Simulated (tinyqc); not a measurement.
Comparisons within one model: linear model of a band gap against the share of exact exchange. A value that a table varies takes the place of the one given here.

E(alpha) = E0 + S alpha. A wider gap screens less, modelled in the Penn form eps(alpha) = 1 + (e0 - 1)(EP/(EP + S alpha))^2 with a scale EP chosen for the exercise. A dielectric-dependent hybrid takes alpha = 1/eps.

Inputs chosen for the exercise (of the order of those of InP; not measured data): E0 = 0.66 eV (gap of the semi-local functional); S = 5.7 eV (slope dE/d(alpha)); e0 = 9.98 (optical dielectric constant at alpha = 0); EP = 11.2 eV (energy scale of the screening); Et = 1.41 eV (target gap).

## Sweep of alpha

Also the exciton scale relative to alpha = 0, (m/m(0))(eps(0)/eps)^2, with a mass proportional to E + D, D = E0/2 + 0.3 eV, a k.p rule for direct gaps only.

Results:

| alpha | E (eV) | eps | alpha eps | exciton scale |
|---|---|---|---|---|
| 0.00 | 0.660 | 9.980 | 0.000 | 1.00 |
| 0.05 | 0.945 | 9.540 | 0.477 | 1.34 |
| 0.10 | 1.230 | 9.131 | 0.913 | 1.72 |
| 0.15 | 1.515 | 8.751 | 1.313 | 2.16 |
| 0.20 | 1.800 | 8.397 | 1.679 | 2.66 |
| 0.25 | 2.085 | 8.067 | 2.017 | 3.22 |
| 0.35 | 2.655 | 7.470 | 2.614 | 4.55 |
| 0.50 | 3.510 | 6.706 | 3.353 | 7.11 |

What can be read from the table?

alpha eps reaches 1 between alpha = 0.1 and 0.15 (fixed point 0.111), and the target gap is met between 0.1 and 0.15. At the fixed point the gap is 1.29 eV, -0.12 eV from the target. From 0 to 0.25 the gap grows by 1.42 eV while eps falls by 19 %; the exciton scale, which takes both, grows by a factor of 3.22.

## What each parameter does

Fixed point alpha = 1/eps(alpha), gap and eps there. Each row changes one parameter from the base and keeps the others.

Results:

| case | alpha | E (eV) | eps |
|---|---|---|---|
| base | 0.1105 | 1.290 | 9.049 |
| E0 = 0.594 eV | 0.1105 | 1.224 | 9.049 |
| S = 5.13 eV | 0.1094 | 1.221 | 9.144 |
| e0 = 10.978 | 0.0996 | 1.228 | 10.038 |
| EP = 12.32 eV | 0.1095 | 1.284 | 9.135 |

How do the results move?

The largest shifts from the base row, up to three for each result and ties (the steps differ in size, so this ranks the rows, not the parameters). alpha: e0 -0.0109, S -0.0011, EP -0.0010; unchanged at the printed digits by E0. E (eV): S -0.069, E0 -0.066, e0 -0.062. eps: e0 +0.989, S +0.095, EP +0.086; unchanged at the printed digits by E0.

Program tinyqc; command `OMP_NUM_THREADS=1 python tinyqc.py 1851125 1851126 out.jsonl`; about 0.01 s on one thread of a shared Intel(R) Xeon(R) Processor @ 2.30GHz.
